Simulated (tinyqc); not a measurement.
# Thermoelectric coefficients with energy filtering, Landauer integrals: two studies

Bulk parabolic band, x = (E - Ec)/kB T, C = hbar^2/(2 m0), kB T in eV. Modes per area gv m kB T x/(4 pi C) times the back-scattering length l0 x^rr give the transport function s0 X(x), s0 = (2 q^2/h) gv m kB T l0/(4 pi C), X = x^(1 + rr), multiplied by tb for x < xb. I_k = int X (x - eta)^k w dx, w = 1/(4 cosh^2((x - eta)/2)).

Values chosen for this exercise:
- T = 300 K (temperature)
- m = 0.45 m0 (mass of one valley)
- gv = 6 (valleys)
- l0 = 0.37 nm (back-scattering length at x = 1)
- rr = 2 (energy exponent of that length)
- kL = 5.5 W/(m K) (lattice thermal conductivity)
- eta = 5 (reduced Fermi level (EF - Ec)/kB T)
- xb = 5.7 (barrier height over kB T, above Ec)
- tb = 0.2 (share of the transport function left below the barrier)

Constants: q = 1.602176634e-19 C, kB = 1.380649e-23 J/K, hbar = 1.054571817e-34 J s, h = 6.62607015e-34 J s, m0 = 9.1093837015e-31 kg, Vt = kB T/q, hbar^2/(2 m0) = 0.0380998212 eV nm^2. Results are converted to the units shown.

Each table varies one quantity; the others keep the values above.

## Effect of the Fermi level

sigma = s0 I_0, S = -(kB/q) I_1/I_0, Lorenz number L = (kB/q)^2 [I_2/I_0 - (I_1/I_0)^2], kappa_e = L sigma T. Power factor S^2 sigma, ZT = S^2 sigma T/(kappa_e + kL). The integrals are converged.

Effect of the Fermi level:
```
eta   sigma (S/cm)  S (uV/K)  kappa_e (W/(m K))  power factor (mW/(m K^2))      ZT
0.7          156.5    -431.0             0.1810                      2.908  0.1535
1.7          385.3    -370.3             0.3981                      5.283  0.2687
2.7          908.8    -317.1             0.7980                      9.140  0.4354
3.7           2058    -266.3              1.508                      14.60  0.6249
4.7           4400    -215.2              2.837                      20.38  0.7332
5.7           8495    -168.0              5.350                      23.99  0.6632
6.7        1.437e4    -132.1              9.521                      25.07  0.5008
7.7        2.181e4    -108.8              15.30                      25.81  0.3723
8.7        3.093e4    -94.11              22.46                      27.39  0.2939
9.7        4.208e4    -84.03              31.03                      29.71  0.2440
10.7       5.559e4    -76.38              41.20                      32.43  0.2083
```

sigma rises from 157 to 55600 S/cm, and S rises from -431 to -76.4 uV/K. Among the rows the power factor is largest at eta = 10.7 and ZT, 0.733, at eta = 4.7, where S = -215 uV/K. The power factor is still rising in the last row. ZT peaks at a lower eta than the power factor because kappa_e grows with sigma.

## Effect of the barrier height

Same model as above.

Effect of the barrier height:
```
xb  sigma (S/cm)  S (uV/K)  kappa_e (W/(m K))  power factor (mW/(m K^2))      ZT
1           7288    -144.2              5.661                      15.16  0.4074
2           7284    -144.5              5.638                      15.20  0.4095
3           7242    -146.5              5.485                      15.54  0.4244
4           7013    -155.1              4.982                      16.88  0.4831
5           6291    -177.2              4.080                      19.75  0.6183
6           5010    -210.9              3.216                      22.29  0.7671
7           3659    -241.5              2.811                      21.34  0.7703
8           2670    -252.3              2.758                      17.00  0.6176
9           2080    -239.5              2.701                      11.93  0.4365
```

What does the table show?

sigma falls from 7290 to 2080 S/cm, |S| goes from 144 through a maximum of 252 (at xb = 8 among the rows listed) to 240 uV/K, and the power factor goes from 15.2 through a maximum of 22.3 (at xb = 6 among the rows listed) to 11.9 mW/(m K^2). Without a barrier the power factor at this eta = 5 is 15.2; the best row is 1.47 times that. States below the Fermi level add to sigma but subtract from |S|, and the barrier removes them.

Range of the model: Parabolic bands, elastic scattering and a fixed kL make these model figures, not those of a material.

Computed by the program tinyqc: `OMP_NUM_THREADS=1 python tinyqc.py 2800022 2800023 out.jsonl`, one thread of a shared Intel Xeon 2.30GHz, about 0.01 s for the whole run.
